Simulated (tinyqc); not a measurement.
What each parameter does: three-band (Emery) model of a CuO2 plane downfolded to one band.

Electron picture, d at 0 and the oxygen p orbitals at -D; sx = sin(kx a/2), sy = sin(ky a/2). H = [[0, 2 tpd sx, -2 tpd sy], [., -D, -4 tpp sx sy], [., ., -D]], real and symmetric. The top (antibonding) band crosses the Fermi level.

Inputs chosen for the exercise (out of a larger set: of the size used for cuprate planes; not measured data): D = 3.9 eV (ed - ep); tpd = 1.15 eV (d-p hopping); tpp = 0.44 eV (p-p hopping).

Top band at (1,1), (1,0) and (1/2,1/2) in pi/a, and its d weight at (1/2,1/2).

One parameter was then changed.

Results before and after:

| case | E(1,1) (eV) | E(1,0) (eV) | E(1/2,1/2) (eV) | d weight |
|---|---|---|---|---|
| base | 2.3542 | 1.0654 | 1.2414 | 0.7744 |
| changed | 2.4933 | 1.1381 | 1.3344 | 0.7482 |

Which of these changes was made? (a) tpp = 0.484 eV; (b) D = 3.51 eV; (c) tpd = 1.035 eV.
Answer: (b) D = 3.51 eV. Of the candidates, run in turn, only this one gives the changed row.

All candidates:

| case | E(1,1) (eV) | E(1,0) (eV) | E(1/2,1/2) (eV) | d weight |
|---|---|---|---|---|
| base | 2.3542 | 1.0654 | 1.2414 | 0.7744 |
| D = 3.51 eV | 2.4933 | 1.1381 | 1.3344 | 0.7482 |
| tpd = 1.035 eV | 2.0468 | 0.8938 | 1.0522 | 0.7947 |
| tpp = 0.484 eV | 2.4157 | 1.0654 | 1.2615 | 0.7687 |

At (1,0) sy = 0, so tpp does not enter.

(tinyqc, `OMP_NUM_THREADS=1 python tinyqc.py 1450959 1450960 out.jsonl`, Intel(R) Xeon(R) Processor @ 2.30GHz, 1 thread, shared host, about 0.02 s.)
